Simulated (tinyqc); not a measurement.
Worked calculation: MP2 on RHF in the sto-3g basis, for H6, spin multiplicity 1. One step of it, computed by the program tinyqc.

Problem. Second-order Moller-Plesset energy. E2 = sum_ijab (ia|jb) [2 (ia|jb) - (ib|ja)] / (e_i + e_j - e_a - e_b) over occupied i, j and virtual a, b; the opposite-spin part is (ia|jb)^2 / denominator, the rest is same-spin, and SCS-MP2 scales them by 6/5 and 1/3.

orbital energies (hartree): MO1 -0.674104, MO2 -0.554037, MO3 -0.378309, MO4 0.301557, MO5 0.661985, MO6 1.080397

Two-electron integrals over orbitals (pq|rs), unique and non-zero (hartree):
```
(11|11) 0.427419    (21|11) -0.000238   (21|21) 0.129874    (22|11) 0.340819
(22|21) 0.000278    (22|22) 0.386196    (31|11) 0.081664    (31|21) 0.000185
(31|22) -0.041331   (31|31) 0.115438    (32|11) 0.000279    (32|21) -0.113886
(32|22) -0.000329   (32|31) -0.000054   (32|32) 0.136192    (33|11) 0.381236
(33|21) -0.000075   (33|22) 0.351383    (33|31) 0.032786    (33|32) 0.000134
(33|33) 0.382684    (41|11) -0.000183   (41|21) 0.044661    (41|22) 0.000047
(41|31) -0.000031   (41|32) 0.009232    (41|33) 0.000011    (41|41) 0.081036
(42|11) 0.069791    (42|21) 0.000045    (42|22) 0.004124    (42|31) 0.056526
(42|32) 0.000064    (42|33) 0.010273    (42|41) -0.000018   (42|42) 0.079716
(43|11) -0.000083   (43|21) 0.073722    (43|22) 0.000166    (43|31) 0.000153
(43|32) -0.074049   (43|33) -0.000039   (43|41) 0.012833    (43|42) 0.000055
(43|43) 0.090087    (44|11) 0.384030    (44|21) -0.000049   (44|22) 0.353495
(44|31) 0.031158    (44|32) 0.000093    (44|33) 0.373866    (44|41) -0.000019
(44|42) 0.021505    (44|43) -0.000018   (44|44) 0.389215    (51|11) 0.006776
(51|21) -0.000059   (51|22) 0.032670    (51|31) -0.029023   (51|32) -0.000013
(51|33) -0.013529   (51|41) -0.000100   (51|42) 0.033515    (51|43) -4.09e-06
(51|44) -0.002867   (51|51) 0.051471    (52|11) -0.000040   (52|21) 0.033546
(52|22) 0.000112    (52|31) -0.000010   (52|32) 0.001632    (52|33) -1.04e-06
(52|41) 0.054723    (52|42) 0.000138    (52|43) -0.036161   (52|44) 3.67e-06
(52|51) 0.000051    (52|52) 0.086613    (53|11) -0.076082   (53|21) -0.000043
(53|22) -0.008327   (53|31) -0.060442   (53|32) -0.000051   (53|33) -0.023914
(53|41) 0.000031    (53|42) -0.074509   (53|43) -0.000073   (53|44) -0.019722
(53|51) -0.026443   (53|52) -0.000104   (53|53) 0.080548    (54|11) -0.000289
(54|21) 0.116069    (54|22) 0.000316    (54|31) 0.000058    (54|32) -0.129525
(54|33) -0.000136   (54|41) 0.001389    (54|42) -0.000050   (54|43) 0.075389
(54|44) -0.000101   (54|51) 0.000009    (54|52) 0.002098    (54|53) 0.000047
(54|54) 0.139512    (55|11) 0.358963    (55|21) 0.000197    (55|22) 0.392195
(55|31) -0.029439   (55|32) -0.000234   (55|33) 0.365690    (55|41) 0.000028
(55|42) 0.010640    (55|43) 0.000126    (55|44) 0.374494    (55|51) 0.031903
(55|52) 0.000100    (55|53) -0.013624   (55|54) 0.000242    (55|55) 0.418544
(61|11) 0.000024    (61|21) -0.001674   (61|22) -0.000046   (61|31) 0.000086
(61|32) -0.019796   (61|33) 3.48e-07    (61|41) -0.029694   (61|42) -0.000046
(61|43) -0.044909   (61|44) 0.000006    (61|51) -0.000070   (61|52) 0.031322
(61|53) 0.000051    (61|54) 0.016805    (61|55) -0.000052   (61|61) 0.067439
(62|11) 0.010683    (62|21) -0.000039   (62|22) 0.035632    (62|31) -0.026656
(62|32) -0.000019   (62|33) -0.003604   (62|41) -0.000071   (62|42) 0.029055
(62|43) -0.000014   (62|44) -0.005446   (62|51) 0.046370    (62|52) 0.000082
(62|53) -0.030949   (62|54) 0.000016    (62|55) 0.035075    (62|61) -0.000055
(62|62) 0.048656    (63|11) 0.000172    (63|21) -0.046669   (63|22) -0.000051
(63|31) 0.000008    (63|32) -0.000964   (63|33) 3.05e-06    (63|41) -0.075882
(63|42) 7.08e-07    (63|43) -0.015155   (63|44) 2.54e-06    (63|51) 0.000091
(63|52) -0.054293   (63|53) -0.000023   (63|54) 0.001036    (63|55) -0.000033
(63|61) 0.028784    (63|62) 0.000076    (63|63) 0.081210    (64|11) -0.084167
(64|21) -0.000137   (64|22) 0.033334    (64|31) -0.110324   (64|32) 0.000007
(64|33) -0.035123   (64|41) 0.000035    (64|42) -0.058465   (64|43) -0.000128
(64|44) -0.035871   (64|51) 0.025863    (64|52) 0.000011    (64|53) 0.061418
(64|54) -0.000017   (64|55) 0.032398    (64|61) -0.000079   (64|62) 0.026013
(64|63) -0.000019   (64|64) 0.119585    (65|11) -0.000242   (65|21) 0.132666
(65|22) 0.000296    (65|31) 0.000181    (65|32) -0.118536   (65|33) -0.000075
(65|41) 0.045657    (65|42) 0.000043    (65|43) 0.078248    (65|44) -0.000045
(65|51) -0.000060   (65|52) 0.035005    (65|53) -0.000044   (65|54) 0.124978
(65|55) 0.000227    (65|61) -0.002533   (65|62) -0.000040   (65|63) -0.051816
(65|64) -0.000148   (65|65) 0.150043    (66|11) 0.457190    (66|21) -0.000197
(66|22) 0.365122    (66|31) 0.088683    (66|32) 0.000255    (66|33) 0.411117
(66|41) -0.000176   (66|42) 0.077349    (66|43) -0.000058   (66|44) 0.419440
(66|51) 0.007815    (66|52) -0.000024   (66|53) -0.086312   (66|54) -0.000270
(66|55) 0.394839    (66|61) 0.000026    (66|62) 0.012784    (66|63) 0.000174
(66|64) -0.098052   (66|65) -0.000218   (66|66) 0.517252
```

Hartree-Fock energy = -3.21252945 hartree

Give: Terms; Pair energies; MP2 correlation energy; SCS-MP2 correlation energy; MP2 total energy.

Solution.

Terms (the 40 largest of 81):
```
i  j  a  b  (ia|jb)  (ib|ja)  denominator       term
3  3  4  4   0.0901   0.0901      -1.3597    -0.0060
3  2  5  4  -0.0745  -0.0362      -1.8959    -0.0044
2  3  4  5  -0.0745  -0.0362      -1.8959    -0.0044
2  2  4  4   0.0797   0.0797      -1.7112    -0.0037
1  1  4  4   0.0810   0.0810      -1.9513    -0.0034
3  1  6  4  -0.0759  -0.0449      -2.4344    -0.0033
1  3  4  6  -0.0759  -0.0449      -2.4344    -0.0033
3  3  5  5   0.0805   0.0805      -2.0806    -0.0031
2  2  5  5   0.0866   0.0866      -2.4320    -0.0031
3  3  6  6   0.0812   0.0812      -2.9174    -0.0023
1  2  4  5   0.0547   0.0335      -2.1917    -0.0019
2  1  5  4   0.0547   0.0335      -2.1917    -0.0019
3  2  6  5  -0.0543  -0.0309      -2.6747    -0.0016
2  3  5  6  -0.0543  -0.0309      -2.6747    -0.0016
1  1  6  6   0.0674   0.0674      -3.5090    -0.0013
1  1  5  5   0.0515   0.0515      -2.6722    -0.0010
2  1  6  5   0.0464   0.0313      -2.9705    -0.0010
1  2  5  6   0.0464   0.0313      -2.9705    -0.0010
2  2  6  6   0.0487   0.0487      -3.2689    -0.0007
2  2  6  4   0.0291   0.0291      -2.4900  -3.39e-04
2  2  4  6   0.0291   0.0291      -2.4900  -3.39e-04
1  1  6  4  -0.0297  -0.0297      -2.7302  -3.23e-04
1  1  4  6  -0.0297  -0.0297      -2.7302  -3.23e-04
3  1  5  5  -0.0264  -0.0264      -2.3764  -2.94e-04
1  3  5  5  -0.0264  -0.0264      -2.3764  -2.94e-04
1  3  6  6   0.0288   0.0288      -3.2132  -2.58e-04
3  1  6  6   0.0288   0.0288      -3.2132  -2.58e-04
3  1  4  6  -0.0449  -0.0759      -2.4344  -2.57e-04
1  3  6  4  -0.0449  -0.0759      -2.4344  -2.57e-04
2  1  4  5   0.0335   0.0547      -2.1917  -1.88e-04
1  2  5  4   0.0335   0.0547      -2.1917  -1.88e-04
1  2  6  5   0.0313   0.0464      -2.9705  -1.72e-04
2  1  5  6   0.0313   0.0464      -2.9705  -1.72e-04
3  3  6  4  -0.0152  -0.0152      -2.1386  -1.07e-04
3  3  4  6  -0.0152  -0.0152      -2.1386  -1.07e-04
3  1  4  4   0.0128   0.0128      -1.6555  -9.95e-05
1  3  4  4   0.0128   0.0128      -1.6555  -9.95e-05
3  2  5  6  -0.0309  -0.0543      -2.6747  -8.80e-05
2  3  6  5  -0.0309  -0.0543      -2.6747  -8.80e-05
2  3  5  4  -0.0362  -0.0745      -1.8959   4.17e-05
```

Pair energies (hartree; pair i-j sums ij and ji):
```
pair  opposite spin  same spin
1-1         -0.0063          0
2-1         -0.0059    -0.0006
2-2         -0.0082          0
3-1         -0.0077    -0.0008
3-2         -0.0102    -0.0020
3-3         -0.0116          0
```

MP2 correlation energy = -0.053084 hartree

SCS-MP2 correlation energy = -0.060833 hartree

MP2 total energy = -3.265614 hartree
